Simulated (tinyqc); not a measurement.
Molecular dynamics of a small cluster by velocity Verlet steps: one step, computed by the program tinyqc.

E = sum_(i<j) phi(r_ij), phi(r) = eps [exp(-2 alpha (r - r0)) - 2 exp(-alpha (r - r0))]; the force on i is -sum_j phi'(r_ij) (R_i - R_j)/r_ij.

Task: State at the start. Velocity Verlet: a = c F/M with c = 9.648533212e-3 angstrom/fs^2 per eV/(angstrom u); R(new) = R + v dt + a dt^2/2; v(new) = v + (a + a(new)) dt/2. Kinetic energy K = M v^2/(2c); temperature T = 2K/((3N - 3) k_B), rotation of the cluster included. After each step v is scaled by sqrt(1 + (dt/tau)(T0/T - 1)).

Inputs (values chosen for the exercise, for model atoms):
```
quantity,value,unit
length r0,2.36,angstrom
well depth eps,0.68,eV
stiffness alpha,1.54,1/angstrom
atomic mass M,58.7,u
time step dt,6,fs
target temperature T0,300,K
coupling time tau,500,fs
```

Potential: Morse. Thermostat: Berendsen.

starting positions (angstrom):
```
,x,y,z
atom 1,0.01,-0.03,-0.04
atom 2,2.39,0,0.02
atom 3,1.17,1.97,0.02
atom 4,1.21,0.71,1.92
atom 5,1.25,0.65,-1.9
```

starting velocities (angstrom/fs):
```
,x,y,z
atom 1,-0.00035,-0.00152,0.00058
atom 2,0.00148,0.0016,-0.00075
atom 3,0.00043,-0.00029,0.00103
atom 4,-0.00105,0.00152,-7e-05
atom 5,-0.00052,-0.00131,-0.00078
```

Constants: 1 eV/(angstrom u) = 9.648533212e-03 angstrom/fs^2; k_B = 8.617333262e-05 eV/K.

Give: forces; potential energy; kinetic energy; temperature.

Result:

forces (eV/angstrom):
```
,x,y,z
atom 1,0.01382,-0.12170,0.18630
atom 2,0.09725,-0.17753,0.06140
atom 3,-0.00402,0.50348,-0.17243
atom 4,-0.09183,-0.20822,-0.02889
atom 5,-0.01522,0.00397,-0.04638
```

potential energy = -6.2275 eV

kinetic energy = 0.046921 eV

temperature = 90.749 K
